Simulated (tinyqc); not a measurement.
Hydrogenic impurity: series, fields, screening, photoionisation and donor-acceptor pairs. Which input was changed? Computed by tinyqc, a small Python program. Command: `OMP_NUM_THREADS=1 python tinyqc.py 3014707 3014708 out.jsonl hydrogenic which`. One thread of a shared host (Intel(R) Xeon(R) Processor @ 2.30GHz), about 0.09 s of CPU time with the checks.

One isotropic, parabolic band. Effective units: Ry* and a*, in which H = -nabla^2 - 2/r.

Inputs (values chosen for the exercise, modelled on ZnSe):
```
quantity                   value   unit
electron mass m            0.153    m_0
dielectric constant eps     8.82      -
donor density N          3.2e+17  cm^-3
magnetic field B             110      T
```

Parts treated: magnetic field and photoionisation.

Constants: Ry = 13.605693123 eV; a_0 = 0.529177210903 angstrom; h x 1 THz = 4.135667696 meV; mu_B = 5.7883818060e-05 eV/T.

Method:
- Ry* = Ry m/eps^2, a* = a_0 eps/m; level n is bound by Ry*/n^2; <r> = (3/2) a* in 1s; lines 1s -> np at Ry* (1 - 1/n^2); 1 THz = 4.135667696 meV.
- Wigner-Seitz radius r_s = (3/(4 pi N))^(1/3); Mott criterion N_c^(1/3) a* = 0.26; overlap of two 1s orbitals at distance d: S = exp(-x)(1 + x + x^2/3), x = d/a*, with d = N^(-1/3).
- gamma = hbar omega_c/(2 Ry*) = mu_B B/(m Ry*). For m_z = 0, H = -nabla^2 - 2/r + gamma^2 rho^2/4, and the band edge moves to gamma Ry*. Basis: exp(-al rho^2 - be z^2), al_k = 0.02 x 2.4^k + gamma/4 x c with k = 0..11, be_k = 0.02 x 2.4^k and c = 0, 0.5, 1 (36 functions). With A = al_i + al_j, B = be_i + be_j (not the field) and the common factor pi^(3/2) dropped: S = 1/(A sqrt(B)), kinetic S (4 al_i al_j/A + 2 be_i be_j/B), <rho^2> = S/A, <1/r> = (2/sqrt(pi)) atanh(u)/(A u), u = sqrt(1 - B/A), which is (2/sqrt(pi))/A when A = B; overlap eigenvalues below 1e-11 are dropped. Binding = (gamma - E) Ry*; the spin term shifts level and edge alike.

Problem. One of these inputs alone was changed, within the range given: electron mass m (0.0765 to 0.306); dielectric constant eps (4.41 to 17.64); donor density N (1.6e+17 to 6.4e+17); magnetic field B (55 to 220). Which one, and to what value?

Results:
```
run     overlap S  Ry* (meV)  binding energy in the field (meV)
before  0.1115030   26.75931                           50.60986
after   0.0572925   32.00624                           54.47203
```

Solution.

Each candidate set to reproduce overlap S, and what it then gives:
```
candidate                    range searched  value needed  Ry* (meV)  binding energy in the field (meV)
electron mass m (m_0)       0.0765 to 0.306        0.1830     32.006                             54.472
dielectric constant eps       4.41 to 17.64         7.374     38.282                             65.153
donor density N (cm^-3)  1.6e+17 to 6.4e+17      1.870e17     26.759                             50.610
magnetic field B (T)              55 to 220     no effect          -                                  -
```

Only electron mass m fits every result: it went from 0.153 to 0.183 m_0. The next best candidate, donor density N, misses one result by 16 %.

Caution: the field is beyond non-destructive laboratory magnets (about 100 T).
